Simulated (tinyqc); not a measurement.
# Fully depleted semiconductor-on-insulator film with two gates, non-linear Poisson equation by Newton steps: effects of single changes

One dimension across the film, front interface at x = 0, back interface at x = ts. psi is counted from the intrinsic level, n = ni exp(psi/Vt) (source grounded), holes neglected, acceptors ionised. Gates act through Cox = eps0 eox/tox and Cbox = 3.9 eps0/tb with potentials G1 = Vg - (phiM - chi - Vt ln(Nc/ni)) and G2 = Vb - (phiB - chi - Vt ln(Nc/ni)). Classical Boltzmann densities, no interface charge, no depletion in the back plane.

Parameters, values chosen for the exercise; band and dielectric values close to those of In0.53Ga0.47As: temperature T = 300 K; band gap Eg = 0.731 eV; relative permittivity eps_r = 14; conduction-band density of states at T Nc = 2.12e17 cm^-3; valence-band density of states at T Nv = 7.59e18 cm^-3; electron affinity chi = 4.51 eV; relative permittivity of the gate insulator (close to silicon dioxide) eox = 3.9; insulator thickness tox = 1.3 nm; film thickness ts = 14 nm; buried-oxide thickness (eps_r 3.9) tb = 38 nm; acceptor density of the film Na = 1e15 cm^-3; work function of the front gate phiM = 4.71 eV; work function of the back plane phiB = 5.19 eV; back-gate voltage Vb = 0 V.

Constants: q = 1.602176634e-19 C, kB = 1.380649e-23 J/K, Vt = kB T/q, eps0 = 8.8541878128e-14 F/cm where lengths are in cm. Results are converted to the units shown.

Each table varies one quantity; the others keep the values above.

## Charge against front-gate voltage

ni = sqrt(Nc Nv) exp(-Eg/(2 Vt)), Eg in volts. The Poisson equation eps0 eps_r d2psi/dx2 = q (n + Na), with -eps0 eps_r dpsi/dx = Cox (G1 - psi) at x = 0 and eps0 eps_r dpsi/dx = Cbox (G2 - psi) at x = ts, is solved on 300 equal intervals with half boxes at both ends; N_inv is the trapezoid sum of n. Swing = ln 10/(d ln N_inv/dVg); the last column is (dN_inv/dVb)/(dN_inv/dVg).

Results:

| Vg (V) | psi front (V) | psi back (V) | N_inv (cm^-2) | centroid/ts | swing (mV/decade) | q dN_inv/dVg over Cox | back/front leverage |
|---|---|---|---|---|---|---|---|
| -0.17 | -0.0602 | -0.0882 | 7.65e4 | 0.411 | 63.8 | 1.66e-7 | 0.0721 |
| -0.02 | 0.0853 | 0.0437 | 1.73e7 | 0.371 | 63.6 | 3.78e-5 | 0.0679 |
| 0.13 | 0.231 | 0.175 | 3.95e9 | 0.334 | 64.2 | 0.00855 | 0.0640 |
| 0.28 | 0.357 | 0.276 | 3.34e11 | 0.266 | 126 | 0.369 | 0.0542 |
| 0.43 | 0.421 | 0.298 | 1.75e12 | 0.174 | 344 | 0.705 | 0.0427 |
| 0.58 | 0.455 | 0.304 | 3.67e12 | 0.125 | 619 | 0.824 | 0.0384 |
| 0.88 | 0.493 | 0.307 | 8.01e12 | 0.0812 | 1.23e3 | 0.907 | 0.0355 |
| 1.03 | 0.505 | 0.307 | 1.03e13 | 0.0695 | 1.54e3 | 0.926 | 0.0349 |

Estimate the missing row, Vg = 0.73 V.

Computed row:

| Vg (V) | psi front (V) | psi back (V) | N_inv (cm^-2) | centroid/ts | swing (mV/decade) | q dN_inv/dVg over Cox | back/front leverage |
|---|---|---|---|---|---|---|---|
| 0.73 | 0.477 | 0.306 | 5.79e12 | 0.0982 | 917 | 0.878 | 0.0365 |

With this row back in the table: N_inv passes 1e11 cm^-2 at Vg = 0.227 V. The swing starts at 63.8 mV a decade, against (1 + k) Vt ln 10 = 61.4 for a front channel with k = Cs Cbox/(Cox (Cs + Cbox)) = 0.0310, Cs = eps0 eps_r/ts; above threshold this column is no longer a subthreshold swing. The centroid falls from 0.411 to 0.0695 of ts and the leverage of the back gate falls from 0.0721 to 0.0349. For Vg = 0.28, 0.43, 0.58, 0.73, 0.88, 1.03 the density at an interface exceeds 0.3 Nc, where Boltzmann statistics fail. For Vg = 0.43, 0.58, 0.73, 0.88, 1.03 the classical centroid lies within 3 nm of an interface, where confinement, left out, would push it away.

## Threshold and coupling against the film thickness

VT is the Vg for N_inv = 1e11 cm^-2; -dVT/dVb from the linearised equation. Limits with Cs = eps0 eps_r/ts: front channel Cs Cbox/(Cox (Cs + Cbox)), back channel Cbox (Cox + Cs)/(Cox Cs). Swing at N_inv = 1e8 cm^-2.

Results:

| ts (nm) | VT (V) | centroid/ts at VT | -dVT/dVb | front-channel limit | back-channel limit | swing (mV/decade) |
|---|---|---|---|---|---|---|
| 4 | 0.244 | 0.430 | 0.0459 | 0.0332 | 0.0635 | 62.3 |
| 5.6 | 0.238 | 0.405 | 0.0493 | 0.0329 | 0.0753 | 62.6 |
| 7.7 | 0.234 | 0.375 | 0.0529 | 0.0324 | 0.0907 | 62.9 |
| 11 | 0.230 | 0.333 | 0.0570 | 0.0317 | 0.115 | 63.2 |
| 15 | 0.227 | 0.290 | 0.0600 | 0.0308 | 0.144 | 63.6 |
| 29 | 0.221 | 0.195 | 0.0626 | 0.0282 | 0.247 | 64.2 |
| 40 | 0.219 | 0.154 | 0.0615 | 0.0265 | 0.327 | 64.3 |

Estimate the missing row, ts = 21 nm.

Computed row:

| ts (nm) | VT (V) | centroid/ts at VT | -dVT/dVb | front-channel limit | back-channel limit | swing (mV/decade) |
|---|---|---|---|---|---|---|
| 21 | 0.224 | 0.241 | 0.0621 | 0.0296 | 0.188 | 63.9 |

With this row back in the table: As ts goes from 4 to 40, VT falls from 0.244 to 0.219 V, the centroid falls from 0.430 to 0.154 of ts and -dVT/dVb goes from 0.0459 through a maximum of 0.0626 (at ts = 29 among the rows listed) to 0.0615. The coupling covers 41.6 % of the way from the front-channel to the back-channel limit in the first row and 11.6 % in the last. For ts = 4, 5.6, 7.7 the film is thin enough for confinement to raise VT, which is left out.

tinyqc, about 0.4 s, one thread, Intel Xeon 2.30GHz (shared host): `OMP_NUM_THREADS=1 python tinyqc.py 2190063 2190064 out.jsonl`
